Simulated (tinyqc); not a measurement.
Ideality, resistance and saturation current from three points.

Question. Well above I0 a diode obeys V = n Vt ln(I/I0) + Rs I. Find n, Rs and I0.

Values chosen for this exercise:

| symbol | value | unit | meaning |
|---|---|---|---|
| T | 400 | K | temperature |

Constants: q = 1.602176634e-19 C, kB = 1.380649e-23 J/K, Vt = kB T/q. Results are converted to the units shown.

I (A): [0.0025, 0.026, 0.26]
V (V): [0.54195423, 0.66231881, 0.99156110]

Solution. The equation is linear in a = n Vt, Rs and c = -a ln I0; three points give a 3 x 3 system.

n = 1.20
Rs = 1.00 ohm
I0 = 5.42e-9 A

Numbers from tinyqc (`OMP_NUM_THREADS=1 python tinyqc.py 2640151 2640152 out.jsonl`; about 0.01 s on one thread of a shared Intel Xeon 2.30GHz).
